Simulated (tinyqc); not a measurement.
# Elastic strain and critical thickness of a cubic alloy layer A(1-x)B(x) on a thick substrate, step by step

A worked calculation. Computed by tinyqc, a small Python program that keeps every step. Command: `OMP_NUM_THREADS=1 python tinyqc.py 3015343 3015344 out.jsonl misfit walk`. One thread of a shared host (Intel(R) Xeon(R) Processor @ 2.30GHz), about 0.01 s of CPU time with the checks. Intermediate numbers are printed to about 6 digits and carried at full precision; extremes and crossings named in words are read from the listed rows.

Strain is positive in tension. The layer is coherent with the substrate unless said otherwise.

Inputs (values chosen for the exercise, modelled on Ga(1-x)In(x)As on InP):
```
quantity,value,unit
fraction x of B,0.33,-
lattice constant a_A,5.653,angstrom
lattice constant a_B,6.058,angstrom
substrate lattice constant a_S,5.869,angstrom
layer thickness h,3.9,nm
biaxial modulus of the substrate M_S,91.6,GPa
substrate thickness t_S,200,micrometre
wafer diameter W,50,mm
X-ray wavelength,1.540593,angstrom
start of the iteration h0/b,1000,-
```

Growth plane: (111). Layer: uncapped. Misfit dislocation: edge.

C11, C12, C44 of A (GPa): [120, 54.81, 60.02]

C11, C12, C44 of B (GPa): [81.81, 45.57, 38.93]

## Alloy by Vegard's rule, and misfit

a = (1 - x) a_A + x a_B, the same rule for each C_ij; misfit f = (a_S - a)/a, the in-plane strain of the coherent layer.

free lattice constant a = 5.78665 angstrom

elastic constants (GPa): C11 107.3973, C12 51.7608, C44 53.0603

misfit f = 0.0142310

The layer is stretched in the plane by 1.42 %.

## Biaxial strain, stress and energy

(111): D = 2 (C11 + 2 C12 - 2 C44)/(C11 + 2 C12 + 4 C44), M = 6 C44 (C11 + 2 C12)/(C11 + 2 C12 + 4 C44). The free surface carries no normal stress, so e_perp = -D f; dV/V = 2 f + e_perp; stress = M f; energy per area = M f^2 h (1 GPa nm = 1 J/m^2).

ratio D = 0.495313

normal strain e_perp = -0.00704881

volume strain dV/V = 0.0214133

biaxial modulus M = 158.683 GPa

in-plane stress = 2.25823 GPa

strain energy per area = 0.125334 J/m^2

## Symmetric X-ray reflection

Reflection 111: d = a_perp/sqrt(3), with a_perp = a (1 + e_perp) for the coherent layer, a for the relaxed layer and a_S for the substrate; sin(theta) = lambda/(2 d).

Bragg angles:
```
crystal,a_perp (angstrom),theta (degrees),from substrate (arcsec)
substrate,5.86900,13.1399,0.00
coherent layer,5.74586,13.4267,1032.52
relaxed layer,5.78665,13.3303,685.50
```

peak separation of the coherent layer = 1032.52 arcsec

The coherent layer lies 1.51 times as far from the substrate peak as a relaxed one, about 1 + D = 1.50: reading its peak as relaxed would overstate the mismatch by that factor.

## Isotropic constants and the prefactor A

Voigt averages: G = (C11 - C12 + 3 C44)/5, B = (C11 + 2 C12)/3, nu = (3 B - 2 G)/(2 (3 B + G)); b = a/sqrt(2). Edge dislocation with b in the interface: cos alpha = 0, cos lambda = 1. Matthews-Blakeslee: h_c = A [ln(h_c/b) + 1], A = b (1 - nu cos^2 alpha)/(8 pi |f| (1 + nu) cos lambda), the factor 8 pi being that of an uncapped layer.

shear modulus G = 42.96348 GPa

Poisson ratio nu = 0.246161

Burgers vector b = 0.409178 nm

prefactor A = 0.918040 nm

## Critical thickness by fixed-point iteration

Start at h0, put the right side back in, and stop when the change is below 1e-9 h or h turns negative.

Iteration:
```
step,h in (nm),h out (nm),change (nm)
1,409.178,7.25964,-4.01918e+02
2,7.260,3.55826,-3.70137e+00
3,3.558,2.90365,-6.54615e-01
4,2.904,2.71701,-1.86642e-01
5,2.717,2.65602,-6.09920e-02
6,2.656,2.63517,-2.08432e-02
7,2.635,2.62794,-7.23279e-03
...,...,...,...
16,2.624,2.62406,-5.65448e-07
17,2.624,2.62406,-1.97825e-07
18,2.624,2.62406,-6.92099e-08
19,2.624,2.62406,-2.42134e-08
20,2.624,2.62406,-8.47118e-09
21,2.624,2.62406,-2.96368e-09
22,2.624,2.62406,-1.03686e-09
```

critical thickness h_c (Matthews-Blakeslee) = 2.62406 nm

Converged; near the root each step shrinks the error by A/h_c = 0.350. h_c is 6.4 Burgers vectors. Caution: an edge dislocation with b in the interface cannot reach it by glide, so the force balance is formal for it. Caution: a critical thickness of a few Burgers vectors is outside continuum elasticity and hangs on the core term.

## Equilibrium strain at the thickness h

For h > h_c the same force balance gives the strain left, |e| = |f| A [ln(h/b) + 1]/h, and below h_c e = f; relaxation = 1 - e/f; dislocations per length across each line direction = (|f| - |e|)/(b cos lambda), times 2/3 for the three line sets on (111).

strain left e = 0.0109026

relaxation = 23.3888 %

dislocation line density = 5.42301 1/micrometre

h is 1.49 h_c: in equilibrium dislocations lie 184 nm apart; slow nucleation and glide can keep a real layer more strained.

## Wafer curvature of the coherent layer

Stoney: curvature = 6 |stress| h/(M_S t_S^2); radius = 1/curvature; bow = curvature W^2/8.

curvature = 0.0144221 1/m

radius of curvature = 69.3380 m

bow = 4.50691 micrometre

Caution: M_S is near the value for a (001) wafer; a (111) wafer is stiffer and bends less. Caution: the curvature assumes a coherent layer, but h exceeds h_c.

## Force balance against energy balance

People-Bean: h_c = P ln(h_c/b), P = (1 - nu)/(1 + nu) b^2/(16 pi sqrt(2) a f^2). The misfit is scaled by 0.25, 0.4, 0.6, 1, 1.5, 2.2 at fixed a, b and nu; the upper root is taken, and rows with A < 1.3 b or P < 3 b, where the roots shrink to the core size or vanish, are left out.

Critical thickness:
```
|f| (%),Matthews-Blakeslee (nm),People-Bean (nm),ratio
0.35578,17.4545,1610.18,92.2498
0.56924,9.5171,546.93,57.4682
0.85386,5.5079,210.90,38.2899
1.42310,2.6241,60.80,23.1711
2.13465,1.3364,21.37,15.9938
```

The exponents d ln h_c/d ln f are -1.29 and -2.30 between the first rows, steeper than the -1 and -2 of the prefactors because of the logarithm. The ratio falls from 92.2 to 16.0 as the misfit grows. Where People-Bean lies above, a layer between the lines is metastable: dislocations would lower the energy but have to be nucleated. Above about 2 % misfit islands may come first.

Checks made by the program: D and M against the full stiffness tensor (relative difference below 1e-10); h_c against the Lambert function, -A W_(-1)(-b/(A e)) (relative difference 2e-10).
